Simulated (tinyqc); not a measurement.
Monte Carlo simulation of one carrier in a uniform electric field: one step, computed by the program tinyqc.

The force e F acts along +z. Flights end at the constant total rate Gamma; the part of Gamma that the real rates do not fill is self-scattering, which leaves k unchanged. One valley, no impurities and no intervalley scattering.

Task: Flight 2. Kane band: hbar^2 k^2/(2 m) = E (1 + alpha E), speed v = hbar k/(m (1 + 2 alpha E)), states per spin, volume and energy g(E) = m k (1 + 2 alpha E)/(2 pi^2 hbar^2); overlap factors are set to 1. Masses are multiplied by m_0 and all formulas are in SI units. Flight: t = -ln(r1)/Gamma; k_z grows by e F t/hbar; E follows from the band; dz = (E_end - E_start)/(e F). Use row 2 of the random numbers.

Inputs (values chosen for the exercise, modelled on GaSb): effective mass m = 0.0398 m_0; non-parabolicity alpha = 1.2 1/eV; lattice temperature T = 100 K; electric field F = 0.34 kV/cm.

Crystal: polar. Band: Kane.

k after event 1, the start of the next flight (1/nm): [-0.2277972, -0.0461101, -0.1619897]

Random numbers (0.02 to 0.98, from up to 60 sets tried for early real events), one row a flight, columns r1, r2, r3, r4:
```
[[0.7040, 0.4054, 0.3302, 0.5915],
 [0.6160, 0.2548, 0.2750, 0.7632],
 [0.0215, 0.5756, 0.8629, 0.3845],
 [0.5493, 0.9435, 0.0448, 0.4331],
 [0.6077, 0.5115, 0.0957, 0.2801],
 [0.9036, 0.7226, 0.4115, 0.9097],
 [0.2534, 0.2420, 0.5709, 0.5005]]
```

Gamma = 3.344091 1e12/s

Constants: e = 1.602176634e-19 C; hbar = 1.054571817e-34 J s; m_0 = 9.1093837015e-31 kg.

Give: flight time t; k at the end of the flight; energy at the end; displacement dz.

Result:

flight time t = 144.9 fs

k at the end of the flight (1/nm): [-0.2278, -0.0461, -0.1545]

energy at the end = 68.87 meV

displacement dz = -57.12 nm
